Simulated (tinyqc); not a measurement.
# Current crowding under a contact, resistor ladder against the transmission-line model: effects of single changes

A metal contact of length d and width W on a thin layer of the same width. The metal has no resistance, the sheet resistance under it equals Rsh, and current enters the layer at the front edge x = 0.

Inputs (values chosen for the exercise): sheet resistance of the semiconductor layer Rsh = 690 ohm/sq; specific contact resistivity rc = 2.6e-6 ohm cm^2; contact length d = 0.8 um; contact width W = 8.6 um.

Each table varies one quantity; the others keep the values above.

## Effect of the sheet resistance

Transfer length Lt = sqrt(rc/Rsh); front resistance Rc = (Rsh Lt/W) coth(d/Lt); end resistance Re = (Rsh Lt/W)/sinh(d/Lt).

Effect of the sheet resistance:

| Rsh (ohm/sq) | Lt (um) | d/Lt | Rc W (ohm um) | Re W (ohm um) |
|---|---|---|---|---|
| 24 | 3.291 | 0.2431 | 331.4 | 321.8 |
| 73 | 1.887 | 0.4239 | 344.2 | 315.5 |
| 220 | 1.087 | 0.7359 | 381.7 | 297.4 |
| 680 | 0.6183 | 1.294 | 488.9 | 249.4 |
| 2100 | 0.3519 | 2.274 | 754.7 | 153.8 |
| 6400 | 0.2016 | 3.969 | 1291 | 48.75 |
| 20000 | 0.1140 | 7.016 | 2280 | 4.091 |

Read the table: what changes, and by how much?

Rc W rises from 331 to 2280 ohm um while Re W falls from 322 to 4.09 ohm um; for Rsh going to zero both tend to rc/d = 325 ohm um. A larger Rsh shortens Lt and crowds the current to the front edge.

## Effect of the contact resistivity

Same model as above.

Effect of the contact resistivity:

| rc (ohm cm^2) | Lt (um) | d/Lt | Rc W (ohm um) |
|---|---|---|---|
| 5.1e-8 | 0.08597 | 9.305 | 59.32 |
| 1.2e-7 | 0.1319 | 6.066 | 91.00 |
| 2.9e-7 | 0.2050 | 3.902 | 141.6 |
| 6.8e-7 | 0.3139 | 2.548 | 219.3 |
| 1.6e-6 | 0.4815 | 1.661 | 357.1 |
| 3.9e-6 | 0.7518 | 1.064 | 659.0 |
| 9.2e-6 | 1.155 | 0.6928 | 1328 |
| 2.2e-5 | 1.786 | 0.4480 | 2932 |
| 5.2e-5 | 2.745 | 0.2914 | 6683 |
| 0.00012 | 4.170 | 0.1918 | 1.518e4 |

Rc W rises from 59.3 to 15200 ohm um, as rc^(0.50) between the first two rows (d/Lt = 9.3) and rc^(0.98) between the last two (d/Lt = 0.19); a long contact gives the power 1/2 and a short one 1.

Program tinyqc, `OMP_NUM_THREADS=1 python tinyqc.py 2760136 2760137 out.jsonl`; Intel Xeon 2.30GHz, shared host, one thread, about 0.01 s.
